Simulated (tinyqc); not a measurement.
Comparisons within one model: optical transitions of a finite quantum well. A value that a table varies takes the place of the one given here.

Each carrier sees a square well of width L with its own depth V and masses m (inside), mb (outside); c = hbar^2/2m0, k = sqrt(m E/c), kappa = sqrt(mb (V - E)/c), and level n solves k L + 2 atan[(k/m)/(kappa/mb)] = n pi. The envelope is cos(kz) for odd n and sin(kz) for even n inside, joins exp(-kappa (|z| - L/2)) outside, and is normalised to 1. Excitons and band mixing are left out.

Constants: hbar^2/2m0 = 3.80998211 eV angstrom^2; e^2/(4 pi eps0) = 14.39964547 eV angstrom; hc = 1239.841984 eV nm.

Inputs chosen for the exercise (near those of an InGaAs well in InP; shifted at random, so the results belong to these values and not to a real crystal):
```
symbol  value                                 unit         meaning
L       113                                   angstrom     well width
Vc      0.249                                 eV           conduction offset
me      0.0412                                m0           electron, well
meb     0.084                                 m0           electron, barrier
eps     11.1                                               background dielectric constant
Nss     (0.12, 0.3, 0.6, 1.2, 1.8, 2.4, 3.6)  x 1e12/cm^2  sheet densities
Eg      0.816                                 eV           gap of the well
Vv      0.351                                 eV           valence offset
mh      0.394                                 m0           heavy hole along z, well
mhb     0.537                                 m0           heavy hole, barrier
ml      0.0544                                m0           light hole along z, well
mlb     0.1172                                m0           light hole, barrier
Ls      (38, 48, 63, 81, 101, 135, 193)       angstrom     widths
```

## Depolarisation shift

The collective line lies at E12 sqrt(1 + a), a = 8 pi q (n1 - n2) S/(eps E12), q = e^2/(4 pi eps0), S = integral over z of (integral up to z of psi_1 psi_2)^2. Zero temperature with the mass me in both subbands: n1 - n2 = Ns until Ns reaches D E12, D = me/(2 pi c), and D E12 beyond. 1e12/cm^2 = 1e-4/angstrom^2; exchange and the static band bending by the charge are left out.

Line position:
```
Ns (1e12/cm^2)  n1 - n2       a  line (meV)  shift (meV)
0.12              0.120  0.0356      102.64         1.78
0.30              0.300  0.0889      105.25         4.39
0.60              0.600  0.1779      109.46         8.60
1.2               1.200  0.3558      117.44        16.58
1.8               1.736  0.5147      124.13        23.27
2.4               1.736  0.5147      124.13        23.27
3.6               1.736  0.5147      124.13        23.27
```

S = 9.172 angstrom
E12 = 100.86 meV

How do the results move?

The upward shift grows from 1.78 to 23.27 meV, 23.1 % of E12 at most. It stops moving once e2 starts to fill, at Ns = 1.74 e12/cm^2. For small a the shift is a E12/2, linear in Ns; in the last row that rule gives 25.95 meV. S/L = 0.0812, against 5/(9 pi^2) = 0.0563 for hard walls.

## Width of the well

Edge wavelength hc/(Eg + e1 + hh1), squared e1-hh1 overlap, lh1 - hh1, and the 1-2 intersubband energy with f_12 = (m1/c) E12 z_12^2, 1/m1 = <1|1/m|1> (dash: e2 unbound).

Results:
```
L (angstrom)  edge (nm)  overlap^2  lh1 - hh1 (meV)  E12 (meV)   f_12
38               1284.3     0.8200             77.8          -      -
48               1329.8     0.8564             63.6          -      -
63               1376.6     0.8911             48.2      179.5  0.436
81               1413.0     0.9170             35.9      151.9  0.950
101              1439.1     0.9356             27.0      117.1  0.973
135              1465.7     0.9551             17.9       78.4  0.969
193              1488.1     0.9725             10.3       45.3  0.963
```

What does this show?

The edge tunes from 1284 to 1488 nm, towards hc/Eg = 1519 nm, while the overlap goes from 0.820 to 0.972. e2 binds at L = pi sqrt(c/(me Vc)) = 60.5 angstrom; f_12 starts from zero there and is 0.436 at 63 angstrom, the rest going to the continuum; among the widths listed it peaks at 0.973 (101 angstrom) and is 0.963 in the widest well, against 0.961 for hard walls.

## What each parameter does

Edge wavelength hc/(Eg + e1 + hh1), squared overlap of e1 and hh1, and the confinement energies. Each row changes one parameter from the base and keeps the others.

Results:
```
case              edge (nm)  overlap^2  e1 (meV)  hh1 (meV)
base                 1450.4     0.9438      32.8        6.1
L = 102 angstrom     1440.1     0.9364      37.6        7.3
Eg = 0.832 eV        1423.7     0.9438      32.8        6.1
Vc = 0.286 eV        1447.9     0.9512      34.2        6.1
Vv = 0.421 eV        1450.2     0.9399      32.8        6.2
me = 0.0453 m0       1452.6     0.9503      31.5        6.1
mh = 0.335 m0        1449.0     0.9495      32.8        6.9
meb = 0.1008 m0      1453.1     0.9414      31.1        6.1
```

What can be read from the table?

The largest shifts from the base row, up to three for each result and ties (the steps differ in size, so this ranks the rows, not the parameters). edge (nm): Eg -26.6, L -10.2, meb +2.8. overlap^2: Vc +0.0074, L -0.0074, me +0.0065; unchanged at the printed digits by Eg. e1 (meV): L +4.9, meb -1.6, Vc +1.4; unchanged at the printed digits by Eg, Vv and mh. hh1 (meV): L +1.2, mh +0.8, Vv +0.1; unchanged at the printed digits by Eg, Vc, me and meb.

tinyqc: `OMP_NUM_THREADS=1 python tinyqc.py 1251345 1251346 out.jsonl`; about 0.1 s, one thread, shared Intel(R) Xeon(R) Processor @ 2.30GHz.
